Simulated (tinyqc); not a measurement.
Inside a calculation (part 2 of 2). Method: RHF in the sto-3g basis, for BeH2, spin multiplicity 1. Computed by tinyqc, a small Python program that keeps every step (integrals from PySCF). Command: `OMP_NUM_THREADS=1 python tinyqc.py 24635 24636 out.jsonl` (the two numbers bound the seeds that draw the settings). One thread of a shared host (Intel(R) Xeon(R) Processor @ 2.60GHz), about 0.07 s of CPU time with the checks.

Geometry (angstrom):
```
atom         x          y         z
Be    0.000000   0.000000  0.000000
H     0.000000   1.503000  0.033000
H     0.000000  -1.514000  0.033000
```

## Iteration 6 (converged): orbitals

converged F (hartree), order 1Be 1s, 1Be 2s, 1Be 2px, 1Be 2py, 1Be 2pz, 2H 1s, 3H 1s:
```
[[-4.526281, -1.289095, 0.000000, -0.000012, 0.000509, -0.248939, -0.243071],
 [-1.289095, -0.602877, 0.000000, -0.001504, -0.004027, -0.358427, -0.354765],
 [0.000000, 0.000000, 0.213889, 0.000000, 0.000000, 0.000000, 0.000000],
 [-0.000012, -0.001504, 0.000000, -0.167909, -0.000076, -0.311734, 0.310044],
 [0.000509, -0.004027, 0.000000, -0.000076, 0.213772, -0.005361, -0.005273],
 [-0.248939, -0.358427, 0.000000, -0.311734, -0.005361, -0.252340, -0.021286],
 [-0.243071, -0.354765, 0.000000, 0.310044, -0.005273, -0.021286, -0.248696]]
```

X, order 1Be 1s, 1Be 2s, 1Be 2px, 1Be 2py, 1Be 2pz, 2H 1s, 3H 1s:
```
[[1.028574, -0.151716, 0.000000, -0.000102, -0.000414, 0.020758, 0.020767],
 [-0.151716, 1.183704, 0.000000, 0.002631, 0.004037, -0.251817, -0.246948],
 [0.000000, 0.000000, 1.000000, 0.000000, 0.000000, 0.000000, 0.000000],
 [-0.000102, 0.002631, 0.000000, 1.264208, 0.000081, -0.352118, 0.347766],
 [-0.000414, 0.004037, 0.000000, 0.000081, 1.000104, -0.006514, -0.006354],
 [0.020758, -0.251817, 0.000000, -0.352118, -0.006514, 1.211409, -0.068370],
 [0.020767, -0.246948, 0.000000, 0.347766, -0.006354, -0.068370, 1.206284]]
```

Diagonalise F' = X^T F X, C = X C', fill 3 alpha and 3 beta electrons from the bottom; D = 2 C_occ C_occ^T. Each column has its largest component positive (the first on a tie).

F' = X^T F X (hartree):
```
[[-4.416950, -0.698505, 0.000000, 0.000236, 0.000264, -0.015630, -0.013553],
 [-0.698505, -0.135882, 0.000000, 0.001266, 0.001673, -0.293412, -0.289748],
 [0.000000, 0.000000, 0.213889, 0.000000, 0.000000, 0.000000, 0.000000],
 [0.000236, 0.001266, 0.000000, 0.225651, 0.000023, -0.402925, 0.399850],
 [0.000264, 0.001673, 0.000000, 0.000023, 0.213926, -0.006702, -0.006559],
 [-0.015630, -0.293412, 0.000000, -0.402925, -0.006702, 0.059845, -0.081970],
 [-0.013553, -0.289748, 0.000000, 0.399850, -0.006559, -0.081970, 0.057717]]
```

orbital energies (hartree): [-4.529659, -0.427186, -0.386002, 0.213610, 0.213889, 0.381078, 0.752465]

coefficients C, order 1Be 1s, 1Be 2s, 1Be 2px, 1Be 2py, 1Be 2pz, 2H 1s, 3H 1s:
```
[[0.991826, -0.214340, 0.005365, 0.012118, 0.000000, -0.228048, -0.001892],
 [0.031393, 0.595466, -0.016491, -0.051875, 0.000000, 1.090806, 0.014341],
 [0.000000, 0.000000, 0.000000, 0.000000, 1.000000, 0.000000, 0.000000],
 [0.000019, 0.012886, 0.497031, 0.000033, 0.000000, -0.007653, 1.263287],
 [-0.000014, 0.005000, -0.000080, 0.998581, 0.000000, 0.055834, 0.000513],
 [-0.003720, 0.403297, 0.413014, 0.024921, 0.000000, -0.742249, -0.880489],
 [-0.003736, 0.381296, -0.434602, 0.025094, 0.000000, -0.752100, 0.861178]]
```

D after iteration 6, order 1Be 1s, 1Be 2s, 1Be 2px, 1Be 2py, 1Be 2pz, 2H 1s, 3H 1s:
```
[[2.059377, -0.193167, 0.000000, -0.000152, -0.002172, -0.175832, -0.175528],
 [-0.193167, 0.711674, 0.000000, -0.001045, 0.005956, 0.466443, 0.468197],
 [0.000000, 0.000000, 0.000000, 0.000000, 0.000000, 0.000000, 0.000000],
 [-0.000152, -0.001045, 0.000000, 0.494412, 0.000050, 0.420956, -0.422194],
 [-0.002172, 0.005956, 0.000000, 0.000050, 0.000050, 0.003967, 0.003882],
 [-0.175832, 0.466443, 0.000000, 0.420956, 0.003967, 0.666485, -0.051415],
 [-0.175528, 0.468197, 0.000000, -0.422194, 0.003882, -0.051415, 0.668558]]
```

## Convergence

Stop when the energy changes by less than 1e-08 hartree and every element of the error matrix X^T (F D S - S D F) X is below 3e-05.

Course of the cycle:
```
iteration   E (hartree)     change  largest element of the error matrix
1          -14.86612509          -                             5.59e-01
2          -15.52841649  -6.62e-01                             3.50e-02
3          -15.52991489  -1.50e-03                             1.96e-03
4          -15.52992731  -1.24e-05                             3.53e-04
5          -15.52992793  -6.13e-07                             3.00e-05
6          -15.52992793  -2.66e-09                             3.13e-06
```

PySCF RHF in the same basis = -15.52992793 hartree

Converged in 6 iterations.

## Populations, bond orders and dipole

overlap S, order 1Be 1s, 1Be 2s, 1Be 2px, 1Be 2py, 1Be 2pz, 2H 1s, 3H 1s:
```
[[1.000000, 0.259517, 0.000000, 0.000000, 0.000000, 0.048521, 0.047366],
 [0.259517, 1.000000, 0.000000, 0.000000, 0.000000, 0.395679, 0.391503],
 [0.000000, 0.000000, 1.000000, 0.000000, 0.000000, 0.000000, 0.000000],
 [0.000000, 0.000000, 0.000000, 1.000000, 0.000000, 0.475801, -0.472219],
 [0.000000, 0.000000, 0.000000, 0.000000, 1.000000, 0.010447, 0.010293],
 [0.048521, 0.395679, 0.000000, 0.475801, 0.010447, 1.000000, 0.017617],
 [0.047366, 0.391503, 0.000000, -0.472219, 0.010293, 0.017617, 1.000000]]
```

Mulliken: Z minus the diagonal of D S on the atom; Loewdin: the same with S^(1/2) D S^(1/2); Mayer order: 2 sum_s sum (D(s) S)_ij (D(s) S)_ji over the two atoms.

Charges (e):
```
atom   Mulliken    Loewdin
1Be    0.083990   0.071002
2H    -0.041942  -0.035396
3H    -0.042047  -0.035606
```

Mayer bond orders:
```
pair     order
2-1   0.994153
3-1   0.994145
3-2   0.004088
```

dipole moment about the origin, x y z (debye): [0.000000, 0.003815, -0.099273]
